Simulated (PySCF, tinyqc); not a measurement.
Inside a calculation (part 2 of 2). Method: RHF in the sto-3g basis, for H6, spin multiplicity 1. The lowest restricted solution is unstable here: a spin-polarised one lies 0.0238 hartree lower (PySCF). Computed by tinyqc, a small Python program that keeps every step (integrals from PySCF). Command: `OMP_NUM_THREADS=1 python tinyqc.py 27093 27094 out.jsonl` (the two numbers bound the seeds that draw the settings). One thread of a shared host (Intel(R) Xeon(R) Processor @ 2.60GHz), about 0.05 s of CPU time with the checks.

Geometry (angstrom):
```
atom         x         y         z
H     0.000000  0.000000  0.000000
H     0.000000  0.000000  1.104000
H     0.000000  0.000000  2.132000
H     0.000000  0.000000  3.236000
H     0.000000  0.000000  4.263000
H     0.000000  0.000000  5.368000
```

## Iteration 9 (converged): orbitals

converged F (hartree), lower triangle:
```
           1H 1s      2H 1s      3H 1s      4H 1s      5H 1s      6H 1s
1H 1s  -0.212892
2H 1s  -0.429023  -0.320414
3H 1s  -0.132277  -0.398777  -0.324241
4H 1s   0.005355  -0.129188  -0.429274  -0.324542
5H 1s   0.003396  -0.018908  -0.129411  -0.399293  -0.320444
6H 1s  -0.010935   0.003403   0.005412  -0.132294  -0.428590  -0.212589
```

X, lower triangle:
```
           1H 1s      2H 1s      3H 1s      4H 1s      5H 1s     6H 1s
1H 1s   1.089303
2H 1s  -0.274691   1.214912
3H 1s   0.051400  -0.330614   1.221636
4H 1s  -0.007955   0.056524  -0.302674   1.221988
5H 1s   0.001565  -0.010215   0.056566  -0.331093   1.214989
6H 1s  -0.000270   0.001561  -0.007943   0.051397  -0.274311  1.089055
```

Diagonalise F' = X^T F X, C = X C', fill 3 alpha and 3 beta electrons from the bottom; D = 2 C_occ C_occ^T. Each column has its largest component positive (the first on a tie).

F' = X^T F X (hartree), lower triangle:
```
           1          2          3          4          5          6
1  -0.024757
2  -0.434324   0.055384
3   0.060948  -0.408258   0.057461
4   0.016624   0.067788  -0.453801   0.057653
5   0.003575  -0.011329   0.067815  -0.408838   0.055426
6  -0.013706   0.003567   0.016712   0.060944  -0.433862  -0.024891
```

orbital energies (hartree): MO1 -0.630238, MO2 -0.507547, MO3 -0.298267, MO4 0.168477, MO5 0.537807, MO6 0.906043

coefficients C:
```
            MO1        MO2        MO3        MO4        MO5        MO6
1H 1s  0.162470   0.343473   0.481874  -0.602743  -0.610689  -0.389781
2H 1s  0.290438   0.424125   0.259115   0.288864   0.805887   0.774468
3H 1s  0.378995   0.163830  -0.426126   0.507658  -0.368282  -0.976631
4H 1s  0.379300  -0.164258  -0.425564  -0.506898  -0.368947   0.977429
5H 1s  0.290751  -0.423542   0.259832  -0.289578   0.805065  -0.775211
6H 1s  0.162431  -0.342618   0.482693   0.603550  -0.609253   0.389576
```

D after iteration 9, lower triangle:
```
           1H 1s      2H 1s      3H 1s      4H 1s     5H 1s     6H 1s
1H 1s   0.753147
2H 1s   0.635448   0.662753
3H 1s  -0.174985   0.138287   0.704123
4H 1s  -0.399723  -0.139545   0.596373   0.703907
5H 1s   0.053938  -0.055727  -0.139833   0.138555  0.662874
6H 1s   0.282616   0.053873  -0.400517  -0.175057  0.635519  0.753528
```

## Convergence

Stop when the energy changes by less than 1e-08 hartree and every element of the error matrix X^T (F D S - S D F) X is below 3e-05.

Course of the cycle:
```
iteration  E (hartree)     change  largest element of the error matrix
1          -0.81276735          -                             4.65e-01
2          -2.90672852  -2.09e+00                             2.28e-01
3          -3.05449838  -1.48e-01                             6.93e-02
4          -3.06745719  -1.30e-02                             2.39e-02
5          -3.06897095  -1.51e-03                             3.94e-03
6          -3.06902302  -5.21e-05                             1.10e-03
7          -3.06902533  -2.31e-06                             1.72e-04
8          -3.06902538  -5.48e-08                             1.70e-05
9          -3.06902538  -6.70e-10                             3.80e-06
```

PySCF RHF in the same basis = -3.06902538 hartree

Converged in 9 iterations.

## Populations, bond orders and dipole

overlap S, lower triangle:
```
          1H 1s     2H 1s     3H 1s     4H 1s     5H 1s     6H 1s
1H 1s  1.000000
2H 1s  0.437398  1.000000
3H 1s  0.095618  0.480140  1.000000
4H 1s  0.010956  0.095618  0.437398  1.000000
5H 1s  0.000889  0.012979  0.095781  0.480719  1.000000
6H 1s  0.000034  0.000887  0.010956  0.095618  0.436852  1.000000
```

Mulliken: Z minus the diagonal of D S on the atom; Loewdin: the same with S^(1/2) D S^(1/2); Mayer order: 2 sum_s sum (D(s) S)_ij (D(s) S)_ji over the two atoms.

Charges (e):
```
atom   Mulliken    Loewdin
1H    -0.010037  -0.021494
2H     0.006925   0.017807
3H     0.003141   0.003686
4H     0.003096   0.003719
5H     0.006961   0.017838
6H    -0.010086  -0.021557
```

Mayer bond orders:
```
pair      order
2-1    0.790423
3-1   -0.001450
3-2    0.205278
4-1    0.140268
4-2   -0.001242
4-3    0.656533
5-1   -0.000414
5-2    0.005907
5-3   -0.001244
5-4    0.205883
6-1    0.071072
6-2   -0.000414
6-3    0.140874
6-4   -0.001452
6-5    0.789819
```

dipole moment about the origin, x y z (debye): 0.000000  0.000000  -0.000514
